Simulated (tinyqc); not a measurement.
The same stress in different states: Raman shift of the zone-centre optical phonon of a diamond-structure crystal under stress. Computed by tinyqc, a small Python program. Command: `OMP_NUM_THREADS=1 python tinyqc.py 3030484 3030485 out.jsonl ramanstress walk`. One thread of a shared host (Intel(R) Xeon(R) Processor @ 2.30GHz), about 0.01 s of CPU time with the checks.

Axes x, y, z are the cube axes. Strain shifts the threefold optical mode and can split it; p, q and r are the phonon deformation potentials.

Inputs (values chosen for the exercise, modelled on silicon):
```
quantity                          value  unit
unstrained frequency omega_0      519.8  1/cm
p/omega_0^2                       -1.83     -
q/omega_0^2                       -2.26     -
r/omega_0^2                      -0.692     -
C11                                 166   GPa
C12                               63.96   GPa
C44                               78.62   GPa
stress sigma (tension positive)     0.2   GPa
```

Stress state: uniaxial. Axis: [111].

Method:
- S11 = (C11 + C12)/D, S12 = -C12/D, D = (C11 - C12)(C11 + 2 C12), S44 = 1/C44.
- eps_xx = S11 sigma_xx + S12 (sigma_yy + sigma_zz), and cyclic; eps_xy = S44 sigma_xy/2 (tensor strain).
- Secular matrix: M_xx = p eps_xx + q (eps_yy + eps_zz), M_xy = 2 r eps_xy; its eigenvalues are omega^2 - omega_0^2, and the shifts are these over 2 omega_0.
- Uniaxial: sigma n n^T; biaxial: sigma (1 - n n^T); hydrostatic: sigma 1. The line seen from (001) is taken as unresolved, at the intensity-weighted shift M_zz/(2 omega_0).

S44 = 12.7194 1/TPa

S11 = 7.66748 1/TPa

S12 = -2.13260 1/TPa

Shifts (1/cm):
```
state                   lowest   middle  highest  line seen from (001)
uniaxial [100]         -0.4473  -0.4473  -0.2283               -0.4473
uniaxial [110]         -0.5666  -0.4473  -0.1091               -0.4473
uniaxial [001]         -0.4473  -0.4473  -0.2283               -0.2283
uniaxial [111]         -0.6793  -0.2218  -0.2218               -0.3743
biaxial, normal [001]  -0.8947  -0.6757  -0.6757               -0.8947
biaxial, normal [111]  -0.9012  -0.9012  -0.4437               -0.7487
hydrostatic            -1.1230  -1.1230  -1.1230               -1.1230
```

What follows from these numbers?

Seen from (001), uniaxial stress along [100] and along [110] give the same shift (-0.447), and equal biaxial stress in the plane gives twice as much (-0.895), since only sigma_xx + sigma_yy and sigma_zz enter M_zz. Stress along [001] gives -0.228. One measured shift therefore fixes the stress only once its state is assumed: read as uniaxial in the plane, a shift implies twice the stress that it does read as biaxial.

Extremes, crossings and ranges named in words are read from the listed rows.
